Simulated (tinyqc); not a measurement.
What each parameter does: three-band tight binding of a dichalcogenide monolayer.

Basis dz2, dxy, dx2-y2 on a triangular lattice, nearest neighbours; alpha = kx a/2, beta = sqrt3 ky a/2. h0 = e1 + 2 t0 (cos 2alpha + 2 cos alpha cos beta); h1 = -2 sqrt3 t2 sin alpha sin beta + 2i t1 (sin 2alpha + sin alpha cos beta); h2 = 2 t2 (cos 2alpha - cos alpha cos beta) + 2i sqrt3 t1 cos alpha sin beta; h11 = e2 + 2 t11 cos 2alpha + (t11 + 3 t22) cos alpha cos beta; h22 = e2 + 2 t22 cos 2alpha + (3 t11 + t22) cos alpha cos beta; h12 = sqrt3 (t22 - t11) sin alpha sin beta + 4i t12 sin alpha (cos alpha - cos beta) + i lam sz. H = [[h0, h1, h2], [., h11, h12], [., ., h22]], Hermitian; the lowest band of each spin is filled. K = (4 pi/3a, 0), M = (pi/a, pi/(sqrt3 a)).

Constants: hbar^2/2m0 = 3.80998211 eV angstrom^2.

Values chosen for the exercise (near a published set for monolayer MoTe2; not measured data): a = 3.564 angstrom (lattice constant); e1 = 0.599 eV (level of dz2); e2 = 1.965 eV (level of dxy and dx2-y2); t0 = -0.17 eV (hopping); t1 = 0.23 eV (hopping); t2 = 0.384 eV (hopping); t11 = 0.208 eV (hopping); t12 = 0.239 eV (hopping); t22 = 0.253 eV (hopping); lam = 0.106 eV (spin-orbit constant).

Spin up: gap at K, Ev(K) - Ev(Gamma), and masses at K by central differences along kx with step 0.002 1/angstrom, c = hbar^2/2m0. Each row changes one parameter from the base and keeps the others.

Results:

| case | gap at K (eV) | K - Gamma (eV) | m_c (m0) | m_v (m0) |
|---|---|---|---|---|
| base | 0.9714 | 0.5586 | 0.471 | 0.672 |
| e2 = 1.935 eV | 1.0014 | 0.5286 | 0.496 | 0.717 |
| t2 = 0.414 eV | 0.9714 | 0.5586 | 0.425 | 0.539 |
| lam = 0.076 eV | 1.0014 | 0.5286 | 0.490 | 0.717 |
| t0 = -0.14 eV | 0.8814 | 0.3786 | 0.392 | 0.555 |
| e1 = 0.629 eV | 1.0014 | 0.5286 | 0.496 | 0.717 |
| t1 = 0.2 eV | 0.9714 | 0.5586 | 0.543 | 0.779 |

The largest shifts from the base row, up to three for each result and ties (the steps differ in size, so this ranks the rows, not the parameters). gap at K (eV): t0 -0.0900, e2 +0.0300, lam +0.0300, e1 +0.0300; unchanged at the printed digits by t2 and t1. K - Gamma (eV): t0 -0.1800, e2 -0.0300, e1 -0.0300, lam -0.0300; unchanged at the printed digits by t2 and t1. m_c (m0): t0 -0.079, t1 +0.072, t2 -0.046. m_v (m0): t2 -0.134, t0 -0.118, t1 +0.107. t2 and t1 couple dz2 to the other orbitals and vanish at K and Gamma, so only the masses feel them.

Run: tinyqc, `OMP_NUM_THREADS=1 python tinyqc.py 1450151 1450152 out.jsonl`; Intel(R) Xeon(R) Processor @ 2.30GHz, one thread, shared host; about 0.02 s of CPU time with all checks.
